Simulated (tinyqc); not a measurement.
Which roughness does what: X-ray reflectivity of a thin film on silicon: critical angles, Parratt recursion, fringes and roughness. Computed by tinyqc, a small Python program. Command: `OMP_NUM_THREADS=1 python tinyqc.py 3121503 3121504 out.jsonl xrr walk`. One thread of a shared host (Intel(R) Xeon(R) Processor @ 2.30GHz), about 0.01 s of CPU time with the checks.

n = 1 - delta + i beta; the classical electron radius is r_e = 2.8179403e-6 nm. Layer 0 is vacuum, 1 the film, 2 the substrate.

Inputs (values chosen for the exercise, modelled on Si3N4 on silicon, copper K-alpha radiation): wavelength lambda = 0.15406 nm; film density rho = 2.97 g/cm^3; effective electrons per unit mass, film = 0.502 mol/g; beta/delta, film = 0.017; film thickness d = 11 nm; roughness of the surface sigma_1 = 0.39 nm; roughness of the interface sigma_2 = 0.32 nm; substrate density = 2.33 g/cm^3; effective electrons per unit mass, substrate = 0.507 mol/g; beta/delta, substrate = 0.023; grazing angle theta = 1.77 degrees.

Constants: N_A = 6.02214076e+23 1/mol.

Method:
- delta = r_e lambda^2 rho_e/(2 pi), rho_e = density x electrons per mass x N_A; critical angle sqrt(2 delta), q_c = 4 sqrt(pi r_e rho_e).
- k_j = (2 pi/lambda) sqrt(sin^2 theta - 2 delta_j + 2 i beta_j); r_ij = (k_i - k_j)/(k_i + k_j) x exp(-2 k_i k_j sigma^2) (Nevot-Croce); r = (r_01 + r_12 p)/(1 + r_01 r_12 p), p = exp(2 i k_1 d); R = |r|^2.
- Far above the critical angle the period is d theta = lambda/(2 d), or 2 pi/d in q; the envelope runs between (|r_01| - |r_12 p|)^2 and (|r_01| + |r_12 p|)^2; contrast = 2 a b/(a^2 + b^2) with a = |r_01|, b = |r_12 p|; roughness factors on the amplitudes are about exp(-q^2 sigma^2/2).
- R is averaged over one period above each angle (64 points); contrast = (max - min)/(max + min) of R theta^4 over that period. Cases: smooth; only sigma_1; only sigma_2; both.

period in theta = 0.401227 degrees

Constants:
```
layer      rho_e (1/nm^3)        delta         beta  critical angle (degrees)  q_c (1/nm)
film              897.865  9.55747e-06  1.62477e-07                  0.250501    0.356621
substrate         711.402  7.57263e-06  1.74170e-07                  0.222977    0.317437
```

Mean R and contrast:
```
theta (degrees)    R smooth  contrast  R, sigma_1  contrast, sigma_1  R, sigma_2  contrast, sigma_2     R, both  contrast, both
0.8              2.9208e-04   0.39260  2.2231e-04            0.48201  2.9115e-04            0.36273  2.2134e-04         0.44031
1.2              7.0971e-05   0.39635  4.0821e-05            0.56612  7.0347e-05            0.33673  4.0168e-05         0.48190
1.8              1.7459e-05   0.40027  6.0485e-06            0.72200  1.6983e-05            0.27992  5.5898e-06         0.56541
2.5              5.1570e-06   0.39866  8.2880e-07            0.95191  4.9401e-06            0.19185  6.3488e-07         0.66748
3.5              1.3633e-06   0.39777  7.0604e-08            0.89525  1.3293e-06            0.09977  2.2194e-08         0.67176
```

What does the comparison show, and why?

At 2.5 degrees sigma_1 alone multiplies the mean R by 0.16 and sigma_2 alone by 0.96; the contrast goes from 0.40 (smooth) to 0.95 and 0.19.
